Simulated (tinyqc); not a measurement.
Raman shift of the zone-centre optical phonon of a diamond-structure crystal under stress: one step, computed by the program tinyqc.

Axes x, y, z are the cube axes. Strain shifts the threefold optical mode and can split it; p, q and r are the phonon deformation potentials.

Question. Secular matrix and shifts. Secular matrix: M_xx = p eps_xx + q (eps_yy + eps_zz), M_xy = 2 r eps_xy; its eigenvalues are omega^2 - omega_0^2, and the shifts are these over 2 omega_0.

Inputs (values chosen for the exercise, modelled on silicon): unstrained frequency omega_0 = 521.4 1/cm; p/omega_0^2 = -1.79; q/omega_0^2 = -2.31; r/omega_0^2 = -0.69.

Stress state: uniaxial. Axis: [110].

strain (per mille), rows x, y, z:
$$\begin{pmatrix}
1.145873 & 1.273450 & 0.000000 \\
1.273450 & 1.145873 & 0.000000 \\
0.000000 & 0.000000 & -0.889270
\end{pmatrix}$$

Give: M/(2 omega_0); shifts, in rising order.

Answer.

M/(2 omega_0) (1/cm), rows x, y, z:
$$\begin{pmatrix}
-0.68926 & -0.45814 & 0.00000 \\
-0.45814 & -0.68926 & 0.00000 \\
0.00000 & 0.00000 & -0.96515
\end{pmatrix}$$

shifts, in rising order (1/cm): [-1.1474, -0.9651, -0.2311]
